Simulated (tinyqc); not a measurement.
Chemical vapour deposition: Grove model, boundary layer, depletion and step coverage: one step, computed by the program tinyqc. Command: `OMP_NUM_THREADS=1 python tinyqc.py 3021194 3021195 out.jsonl cvd walk`. One thread of a shared host (Intel(R) Xeon(R) Processor @ 2.30GHz), about 0.01 s of CPU time with the checks.

A precursor diffuses to the surface and reacts there at first order; each molecule that reacts adds one formula unit of film.

Problem. Step coverage in a trench. In a long trench of width w and depth l = aspect ratio x w: Knudsen diffusivity D_K = (2w) c/3 (hydraulic diameter 2w), combined as 1/D_e = 1/D_K + 1/D; D_e d2C/dz2 = 2 k_s C/w with D_e dC/dz = -k_s C at the floor. With m = sqrt(2 k_s/(w D_e)): C(floor)/C(top) = 1/[cosh(m l) + (k_s/(D_e m)) sinh(m l)].

Inputs (values chosen for the exercise, close to those used for silicon dioxide from an alkoxysilane): temperature T = 770 C; trench width w = 0.47 um; aspect ratio of the trench = 24.

Reactor: wafer stack, low pressure.

mean speed c = 32585.84 cm/s

gas diffusivity D = 2705.188 cm^2/s

surface rate constant k_s = 1.031536 cm/s

Give: Knudsen diffusivity D_K; effective diffusivity D_e; modulus m l; step coverage.

Solution.

Knudsen diffusivity D_K = 1.021 cm^2/s

effective diffusivity D_e = 1.021 cm^2/s

modulus m l = 0.2339

step coverage = 0.9722

Caution: the hydraulic-diameter form of D_K is rough for a slit.
